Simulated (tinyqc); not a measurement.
Born-Oppenheimer dynamics on the unrestricted B3LYP (VWN-RPA form)/sto-6g surface (energies and gradients from PySCF), for H4, spin multiplicity 3, step by step. Computed by tinyqc, a small Python program that keeps every step (integrals from PySCF). Settings: charge = 0, multiplicity = 3, basis = sto-6g, functional = b3lyp, time step (fs) = 0.2, steps = 16. Command: `OMP_NUM_THREADS=1 python tinyqc.py 21285 21286 out.jsonl` (the two numbers bound the seeds that draw the settings). One thread of a shared host (Intel(R) Xeon(R) Processor @ 2.60GHz), about 20 s of CPU time with the checks.

## Velocity Verlet step 1

positions (bohr):
```
,x,y,z
1H,0.02457,0.00189,0.03779
2H,-0.06236,-0.01323,1.54013
3H,0.01134,0.05669,3.70575
4H,-0.04157,-0.02079,5.23454
```

velocities (bohr per atomic time unit):
```
,x,y,z
1H,0.00022025,-0.00002150,0.00032400
2H,-0.00023875,-0.00010250,-0.00011100
3H,0.00015125,0.00026550,0.00004400
4H,-0.00013275,-0.00014150,-0.00025700
```

gradient (hartree/bohr):
```
,x,y,z
1H,-0.0095995,-0.0004395,0.2140649
2H,0.0039989,-0.0042416,-0.2752623
3H,-0.0001401,-0.0048649,0.2919265
4H,0.0057407,0.0095460,-0.2307291
```

masses (electron masses): 1H 1837.15259, 2H 1837.15259, 3H 1837.15259, 4H 1837.15259

gradient after step 1 (hartree/bohr):
```
,x,y,z
1H,-0.0097982,-0.0004140,0.2103517
2H,0.0039495,-0.0044679,-0.2712022
3H,-0.0000328,-0.0049158,0.2883694
4H,0.0058815,0.0097977,-0.2275188
```

dt = 0.2 fs = 8.2683 atomic units; x' = x + v dt - g dt^2 / (2m); after the new gradient g', v' = v - (g + g') dt / (2m).

positions after step 1 (bohr):
```
,x,y,z
1H,0.02657,0.00172,0.03649
2H,-0.06441,-0.01400,1.54433
3H,0.01259,0.05898,3.70069
4H,-0.04278,-0.02213,5.23671
```

velocities after step 1 (bohr per atomic time unit):
```
,x,y,z
1H,0.00026390,-0.00001958,-0.00063106
2H,-0.00025664,-0.00008290,0.00111871
3H,0.00015164,0.00028751,-0.00126184
4H,-0.00015890,-0.00018503,0.00077419
```

## Velocity Verlet step 2

gradient after step 2 (hartree/bohr):
```
,x,y,z
1H,-0.0094141,-0.0002935,0.1977115
2H,0.0033312,-0.0047763,-0.2577152
3H,0.0004345,-0.0044259,0.2746403
4H,0.0056485,0.0094958,-0.2146366
```

As before.

positions after step 2 (bohr):
```
,x,y,z
1H,0.02893,0.00157,0.02736
2H,-0.06660,-0.01460,1.55863
3H,0.01385,0.06145,3.68489
4H,-0.04420,-0.02385,5.24734
```

velocities after step 2 (bohr per atomic time unit):
```
,x,y,z
1H,0.00030713,-0.00001799,-0.00154933
2H,-0.00027302,-0.00006210,0.00230893
3H,0.00015074,0.00030853,-0.00252878
4H,-0.00018485,-0.00022845,0.00176917
```

## Energy conservation

The total energy should stay constant up to terms of order dt^2; the step counts as short enough if it moves by less than 2 % of the largest kinetic energy.

Trajectory:
```
time (fs),1H-2H (angstrom),potential (hartree),kinetic (hartree),total (hartree)
0.00000,0.79637,-1.8921558,0.0003975,-1.8917582
0.20000,0.79941,-1.8956037,0.0038114,-1.8917922
0.40000,0.81193,-1.9081065,0.0161978,-1.8919087
0.60000,0.83342,-1.9278332,0.0357648,-1.8920683
0.80000,0.86309,-1.9522213,0.0599944,-1.8922269
1.00000,0.89998,-1.9786334,0.0862775,-1.8923559
1.20000,0.94308,-2.0048083,0.1123575,-1.8924508
1.40000,0.99140,-2.0289741,0.1364442,-1.8925299
1.60000,1.04398,-2.0496449,0.1570179,-1.8926269
1.80000,1.09985,-2.0652095,0.1724299,-1.8927796
2.00000,1.15793,-2.0734965,0.1804879,-1.8930086
2.20000,1.21686,-2.0716512,0.1783794,-1.8932719
2.40000,1.27481,-2.0570179,0.1636338,-1.8933841
2.60000,1.32931,-2.0300745,0.1370875,-1.8929870
2.80000,1.37729,-1.9992491,0.1073377,-1.8919114
3.00000,1.41572,-1.9817852,0.0908266,-1.8909586
3.20000,1.44293,-1.9915001,0.1002001,-1.8913000
```

The total energy moves within 2.4e-03 hartree, under 2 % of the largest kinetic energy.
